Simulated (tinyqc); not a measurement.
Donor level screened by free carriers (Yukawa potential), step by step. Values are carried at full precision from step to step, so a last printed digit may differ when a step is redone from the rounded ones.

Screening wave number: Debye ks^2 = 4 pi q n/(eps kB T); Thomas-Fermi ks^2 = 6 pi q n/(eps EF) with EF = c (3 pi^2 n/gv)^(2/3)/m, c = hbar^2/2m0; the two are joined by 1/ks^2 = sqrt(1/ks_D^4 + 1/ks_TF^4). 1e18/cm^3 = 1e-6/angstrom^3, q = e^2/(4 pi eps0).

Constants: e^2/(4 pi eps0) = 14.39964547 eV angstrom; kB = 8.617333262e-05 eV/K; hbar^2/2m0 = 3.80998211 eV angstrom^2; Ry = 13.60569312 eV; a0 (Bohr radius) = 0.5291772105 angstrom.

Parameters, chosen for this exercise (near those of a donor in 4H SiC, with one mean mass; the results hold for these values, not for the real material): m = 0.407 m0 (mass); eps = 10 (dielectric constant); gv = 3 (valleys); T = 77 K (temperature); n = 0.033 x 1e18/cm^3 (free-carrier density).

## Units and screening length

Give Ry* = Ry m/eps^2, a* = a0 eps/m, EF, the three values of ks, and x = ks a*.

Ry* = 55.375 meV
a* = 13.00 angstrom
EF = 0.44 meV

ks: Debye, Thomas-Fermi, joined (1/angstrom): 0.00949  0.04496  0.00948

x = 0.1233

EF/kB T = 0.07, so the Debye value, the smaller one, controls the screening. n is an outside input: with a bare binding above 3 kB T many donors can hold their electrons at this temperature, the more so the higher n/Nc.

## One-parameter trial function

Potential -(q/(eps r)) exp(-ks r), q = e^2/(4 pi eps0). In units Ry* = Ry m/eps^2 and a* = a0 eps/m the problem is [-Laplacian - 2 exp(-x r)/r] psi = E psi with x = ks a*.

For exp(-z r): E(z) = z^2 - 8 z^3/(2z + x)^2 in Ry*. Scan z = 0.5, 0.6, ..., 1.1, then minimise; first order gives -1 + 2x.

Scan (Ry*):

| z | kinetic | potential | E |
|---|---|---|---|
| 0.5 | 0.2500 | -0.7925 | -0.5425 |
| 0.6 | 0.3600 | -0.9868 | -0.6268 |
| 0.7 | 0.4900 | -1.1826 | -0.6926 |
| 0.8 | 0.6400 | -1.3793 | -0.7393 |
| 0.9 | 0.8100 | -1.5766 | -0.7666 |
| 1.0 | 1.0000 | -1.7745 | -0.7745 |
| 1.1 | 1.2100 | -1.9727 | -0.7627 |

best z = 0.990
E = -0.7746 Ry*
binding = 42.89 meV

First order in x would give -0.753 Ry*, a rigid shift by q ks/eps; it overstates the loss of binding by 0.021 Ry*.

## Converged levels

Converged values use 18 functions exp(-z r), z = 1.55^i, i = -11 to 6: S = 2/A^3, H = z_i z_j S - 2/(A + x)^2, A = z_i + z_j.

The 1s and 2s levels and the mean radius.

1s = -0.7746 Ry*
binding = 42.89 meV
<r> = 19.8 angstrom
second root = -0.0766 Ry*

The trial function misses by 0.0000 Ry*. Screening leaves 77 % of the bare binding, 6.46 kB T. 2s is still bound.

## Checks

- 1s at x = 0.5 against the known -0.29623 Ry*: both -0.29623.
- 1s at x = 0 against -1: both -1.00000.

(tinyqc, `OMP_NUM_THREADS=1 python tinyqc.py 1281075 1281076 out.jsonl`, Intel(R) Xeon(R) Processor @ 2.30GHz, 1 thread, shared host, about 0.01 s.)
